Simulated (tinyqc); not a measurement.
# Trap density from the barrier height

Problem. In a partly depleted grain with all boundary traps filled, 2 N W = Qt and VB = q N W^2/(2 eps0 eps_r). Find Qt, W and the doping at which VB would equal Vt.

Values chosen for this exercise:
- T = 300 K (temperature)
- eps_r = 11.7 (relative permittivity)

Constants: q = 1.602176634e-19 C, kB = 1.380649e-23 J/K, Vt = kB T/q, eps0 = 8.8541878128e-14 F/cm where lengths are in cm. Results are converted to the units shown.

doping = 1.4e18 cm^-3
barrier height = 0.16915852 V

Answer. Eliminating W gives VB = q Qt^2/(8 eps0 eps_r N), which falls as 1/N.

Qt = 3.50e12 cm^-2
W = 12.5 nm
doping for VB = Vt = 9.16e18 cm^-3

Computed by the program tinyqc: `OMP_NUM_THREADS=1 python tinyqc.py 2830019 2830020 out.jsonl`, one thread of a shared Intel Xeon 2.30GHz, about 0.01 s for the whole run.
